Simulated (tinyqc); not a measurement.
Towards Landau levels: square lattice in a magnetic field (Harper-Hofstadter model).

Landau gauge, lattice period 1: the magnetic cell has q sites j = 0 to q - 1 along x. H_jj = -2 ty cos(ky + 2 pi p j/q), H_(j,j+1) = -tx, and the bond from q - 1 back to 0 is H_(q-1,0) = -tx exp(i q kx). The levels depend on k only through cos(q kx) and cos(q ky), so the band edges lie at (0, 0) and (pi/q, pi/q).

Parameters, chosen for this exercise: tx = 1.6 meV (hopping along x); ty = 1.6 meV (hopping along y).

Flux 1/Q. Near the bottom of the band the mass gives hbar wc = 4 pi sqrt(tx ty)/Q and E_0 = -2 (tx + ty) + hbar wc/2. For each Q, p = 1 and q = Q.

Lowest band (meV):
```
Q    centre     width      E_0  spacing to band 2  hbar wc
3   -3.7856      1.17  -3.0490             3.7856   6.7021
4   -4.3532     0.344  -3.8867             3.4873   5.0265
5   -4.6948     0.103  -4.3894             2.8944   4.0212
6   -4.9376    0.0307  -4.7245             2.5322   3.3510
8   -5.2637   0.00274  -5.1434             2.0440   2.5133
12  -5.6161  2.22e-05  -5.5622             1.4644   1.6755
20  -5.9168  1.59e-09  -5.8973             0.9283   1.0053
```

The width falls from 1.17 to 1.6e-09 meV, by a factor 3.30 for each unit of Q at the end, so the band turns into a flat level. Its centre lies -0.737 meV from E_0 at Q = 3 and -0.020 meV at Q = 20; the spacing reaches 92 % of hbar wc, the shortfall coming from the non-parabolic band.

(tinyqc, `OMP_NUM_THREADS=1 python tinyqc.py 1251324 1251325 out.jsonl`, Intel(R) Xeon(R) Processor @ 2.30GHz, 1 thread, shared host, about 0.02 s.)
